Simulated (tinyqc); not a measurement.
Leakage against temperature: trap-assisted generation and recombination current of an abrupt junction. Computed by tinyqc, a small Python program. Command: `OMP_NUM_THREADS=1 python tinyqc.py 3020821 3020822 out.jsonl junctionleak walk`. One thread of a shared host (Intel(R) Xeon(R) Processor @ 2.30GHz), about 0.01 s of CPU time with the checks.

Depletion approximation, flat quasi-Fermi levels across the depleted layer, long neutral regions with minority lifetimes tau_n and tau_p, full ionisation and Boltzmann statistics. Voltages in exponents stand for e V.

Inputs (values chosen for the exercise, for a model semiconductor):
```
quantity                              value    unit
gap E_g                                1.12      eV
electron mass m_e                     0.302     m_0
valleys M_c                               6       -
hole mass m_h                         0.996     m_0
dielectric constant eps                9.71       -
acceptor density N_A                3.6e+16   cm^-3
donor density N_D                   3.2e+18   cm^-3
capture time tau_n                  7.6e-05       s
capture time tau_p                  4.3e-06       s
trap level E_t - E_i                   -0.1      eV
electron diffusion coefficient D_n       22  cm^2/s
hole diffusion coefficient D_p           11  cm^2/s
reverse bias V_r                        4.4       V
temperature T                           250       K
```

Field enhancement: none.

Constants: k_B = 8.617333262e-05 eV/K; m_0 = 9.1093837015e-31 kg; k_B = 1.380649e-23 J/K; h = 6.62607015e-34 J s; e = 1.602176634e-19 C; eps_0 = 8.8541878128e-12 F/m.

Method:
- N_c = 2 M_c (2 pi m_e k_B T/h^2)^(3/2) and N_v = 2 (2 pi m_h k_B T/h^2)^(3/2), masses in units of m_0.
- n_i = sqrt(N_c N_v) exp(-E_g/2 k_B T); V_bi = (k_B T/e) ln(N_A N_D/n_i^2); diffusion saturation current J_d0 = e n_i^2 [sqrt(D_n/tau_n)/N_A + sqrt(D_p/tau_p)/N_D].
- W = sqrt(2 eps eps_0 (V_bi - V)(1/N_A + 1/N_D)/e), x_p = W N_D/(N_A + N_D), x_n = W - x_p, peak field F_m = 2 (V_bi - V)/W; reverse bias means V = -V_r.
- Potential from the p edge: phi = (V_bi - V) x^2/(x_p W) on the p side and (V_bi - V)[1 - (W - x)^2/(x_n W)] on the n side; p = N_A exp(-phi/k_B T), n = n_i^2 exp(V/k_B T)/p; U = (n p - n_i^2)/[tau_p (n + n_i exp(dE/k_B T)) + tau_n (p + n_i exp(-dE/k_B T))], dE = E_t - E_i, n1 = n_i exp(dE/k_B T), p1 = n_i exp(-dE/k_B T); J_t = e int U dx by the trapezoid rule on 400 intervals on each side.
- The gap, capture times and diffusion coefficients are held fixed. J_g = -J_t at V = -V_r. The last column is -k_B d ln(J_g + J_d0)/d(1/T) from this row and the one above.

Reverse current:
```
T (K)  generation (A/cm^2)  diffusion (A/cm^2)  activation energy (eV)
200             1.8963e-17          2.7363e-23                       -
220             7.1513e-16          1.3398e-20                 0.68818
250             5.6994e-14          2.3575e-17                 0.69175
280             1.8166e-12          8.6934e-15                 0.69693
310             3.0162e-11          1.0536e-12                 0.70790
350             6.1789e-10          1.8270e-10                 0.75837
400             1.1866e-08          2.8290e-08                 0.94468
```

The activation energy goes from 0.688 to 0.945 eV. Generation alone gives about E_g/2 + dE if tau_p exp(dE/k_B T) exceeds tau_n exp(-dE/k_B T), else E_g/2 - dE, here 0.660 eV, plus 1.5 k_B T and diffusion E_g = 1.12 eV plus 3 k_B T; diffusion takes over by 400 K.

Extremes, crossings and ranges named in words are read from the listed rows.
